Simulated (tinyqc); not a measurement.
Adding salt: a particle near a wafer in liquid: double-layer and van der Waals forces (DLVO), deposition barrier and removal. Computed by tinyqc, a small Python program. Command: `OMP_NUM_THREADS=1 python tinyqc.py 3112041 3112042 out.jsonl dlvo walk`. One thread of a shared host (Intel(R) Xeon(R) Processor @ 2.30GHz), about 0.01 s of CPU time with the checks.

Sphere and flat wall, Derjaguin approximation, constant potentials in the linear-superposition form, no retardation and no hydration force.

Inputs (values chosen for the exercise, of the order of those for silica on copper in water):
```
quantity                             value   unit
particle radius R                      400     nm
Hamaker constant A                 3.5e-20      J
potential of the particle psi_1        -22     mV
potential of the wafer psi_2           -56     mV
salt concentration c                  0.17  mol/L
valence z of the symmetric salt          2      -
temperature T                          323      K
dielectric constant of the liquid     69.9      -
```

Constants: e = 1.602176634e-19 C; N_A = 6.02214076e+23 1/mol; eps_0 = 8.8541878128e-12 F/m; k_B = 1.380649e-23 J/K; k_B = 8.617333262e-05 eV/K.

Method:
- kappa^2 = 2 z^2 e^2 N_A (1000 c)/(eps eps_0 k_B T); gamma_i = tanh(z e psi_i/(4 k_B T)); Z = 64 pi eps eps_0 (k_B T/(z e))^2 gamma_1 gamma_2.
- The barrier height is zero when U = 0 and F = 0 together: kappa h = 1 and kappa = 6 Z/(e A), e = 2.718282 here; c follows from kappa^2, with the potentials held fixed.
- U(h) = Z R exp(-kappa h) - A R/(6 h); F(h) = -dU/dh = kappa Z R exp(-kappa h) - A R/(6 h^2), positive for repulsion.
- F = 0 reads x^2 exp(-x) = y with x = kappa h and y = A kappa/(6 Z); the left side peaks at x = 2 with 4/e^2 = 0.5413, so roots exist for smaller y: x < 2 is the barrier, x > 2 the secondary minimum.
- kappa scales as sqrt(c); potentials are held fixed. A dash marks rows without a maximum.

critical concentration = 0.00425207 mol/L

kappa = 2.75994 1/nm

Z = 6.92128 pN

Against the concentration:
```
c (mol/L)  Debye length (nm)  barrier at (nm)  barrier (k_B T)  minimum at (nm)  minimum (k_B T)
4.25e-07              229.16           14.339           546.67       2.3517e+03      -2.0081e-01
4.25e-06               72.47            8.274           490.59       6.3804e+02      -7.2692e-01
4.25e-05               22.92            4.889           394.52       1.6661e+02      -2.7085e+00
2.13e-04               10.24            3.482           291.54       6.2646e+01      -6.9874e+00
8.50e-04                5.12            2.706           172.75       2.5823e+01      -1.6241e+01
2.13e-03                3.24            2.389            77.76       1.3693e+01      -2.9179e+01
3.83e-03                2.41            2.294            11.93       8.7665e+00      -4.3250e+01
6.38e-03                1.87            2.359           -45.93       5.5790e+00      -6.2344e+01
1.28e-02                1.32                -                -                -                -
```

At low salt the barrier tends to Z R = 621 k_B T; it is half of that between 4.3e-5 and 2.1e-4 mol/L and changes sign at 0.0043 mol/L, while the secondary minimum deepens to -43 k_B T at 0.9 of that.

Extremes, crossings and ranges named in words are read from the listed rows.
